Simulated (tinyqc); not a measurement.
What moves the results: quantum-confined Stark effect in a modulator well. A value that a table varies takes the place of the one given here.

Envelopes on cells of 0.5 angstrom over the well |z| < L/2 and 45 angstrom of barrier on each side, psi = 0 beyond, psi'/m continuous (mean mass between points), c = hbar^2/2m0. The electron sees + e F z and the hole - e F z, each with its offset in the barriers; 1 kV/cm = 1e-5 eV/angstrom. Light holes, band mixing and escape by tunnelling are left out.

Exciton: in-plane function exp(-rho/lam), 1/mu = 1/me + 1/mp, E(lam) = c/(mu lam^2) - (q/eps) times the integral over k of Fm(k)(1 + (k lam/2)^2)^(-3/2), Fm(k) the double integral of psi_e^2 psi_h^2 exp(-k |z - z'|), q = e^2/(4 pi eps0); binding Eb = -E at the minimum. Line at Eg + E_e + E_h - Eb, strength proportional to overlap^2/lam^2.

Constants: hbar^2/2m0 = 3.80998211 eV angstrom^2; e^2/(4 pi eps0) = 14.39964547 eV angstrom; hc = 1239.841984 eV nm.

Inputs chosen for the exercise (near those of a GaAs well in AlGaAs; not measured data):
```
symbol  value                             unit      meaning
L       94                                angstrom  well width
Vc      0.253                             eV        conduction offset
Vv      0.143                             eV        heavy-hole offset
me      0.0696                            m0        electron, well
meb     0.0925                            m0        electron, barrier
mh      0.349                             m0        heavy hole along z, well
mhb     0.398                             m0        heavy hole, barrier
Eg      1.404                             eV        gap of the well
mp      0.15                              m0        heavy hole in the plane
eps     12.7                                        dielectric constant
Fs      (0, 20, 39, 59, 82, 105, 132)     kV/cm     fields
Ls      (50, 66, 84, 104, 126, 150, 170)  angstrom  widths
F_L     84                                kV/cm     field for this table
F       84                                kV/cm     field
```

## Raising the field

All quantities anew; shifts from zero field.

Results:
```
F (kV/cm),dE_e (meV),dE_h (meV),Eb (meV),line shift (meV),overlap^2,relative strength
0,0.00,0.00,8.74,0.00,0.986,1.000
20,-0.23,-0.66,8.64,-0.79,0.946,0.942
39,-0.87,-2.43,8.40,-2.96,0.850,0.810
59,-1.99,-5.28,8.08,-6.61,0.723,0.647
82,-3.80,-9.54,7.70,-12.30,0.579,0.478
105,-6.18,-14.59,7.34,-19.36,0.453,0.346
132,-9.62,-21.29,6.97,-29.14,0.334,0.234
```

How do the results move?

The line shift grows with exponent 1.98 in F at low field and 1.79 at the end, as the carriers come up against opposite walls and the dipole begins to saturate. The hole gives 74 % of the level shift in the second row and 69 % in the last. The largest shift is 3.3 times the zero-field binding, yet 80 % of the binding survives, since the walls stop the field from pulling the pair apart. Half the strength is gone between 59 and 82 kV/cm.

## Width of the well

Zero-field line, its shift at F_L and the relative strength.

Results:
```
L (angstrom),line at F = 0 (nm),Eb (meV),shift (meV),relative strength,shift x strength (meV)
50,830.9,9.98,-2.71,0.927,2.51
66,847.4,9.49,-5.16,0.816,4.21
84,858.7,8.99,-9.59,0.601,5.77
104,866.4,8.50,-16.70,0.338,5.65
126,871.8,8.03,-26.93,0.138,3.73
150,875.5,7.59,-40.53,0.040,1.63
170,877.6,7.27,-53.38,0.012,0.64
```

What does this show?

The shift grows with exponent 2.32 in L over the first two rows and 2.20 over the last two, against 4 for hard walls at second order; leakage lowers it in narrow wells and saturation in wide ones. The strength falls from 0.93 to 0.01, and the product of the two is largest at 84 angstrom.

## What each parameter does

Zero-field line, shift at F, overlap^2 and Eb at F. Each row changes one parameter from the base and keeps the others.

Results:
```
case,line (nm),shift (meV),overlap^2,Eb (meV)
base,863.0,-12.87,0.567,7.66
L = 84 angstrom,858.7,-9.59,0.683,8.22
F = 67 kV/cm,863.0,-8.42,0.672,7.95
Vc = 0.202 eV,864.2,-13.40,0.547,7.55
Vv = 0.179 eV,862.8,-12.28,0.586,7.75
me = 0.08 m0,864.7,-12.80,0.556,8.10
mh = 0.297 m0,862.4,-12.55,0.592,7.68
eps = 11.4,864.0,-12.61,0.567,9.10
```

What does this show?

The largest shifts from the base row, up to three for each result and ties (the steps differ in size, so this ranks the rows, not the parameters). line (nm): L -4.3, me +1.7, Vc +1.2; unchanged at the printed digits by F. shift (meV): F +4.45, L +3.27, Vv +0.59. overlap^2: L +0.116, F +0.105, mh +0.025; unchanged at the printed digits by eps. Eb (meV): eps +1.44, L +0.56, me +0.44.

tinyqc: `OMP_NUM_THREADS=1 python tinyqc.py 1251188 1251189 out.jsonl`; about 0.1 s, one thread, shared Intel(R) Xeon(R) Processor @ 2.30GHz.
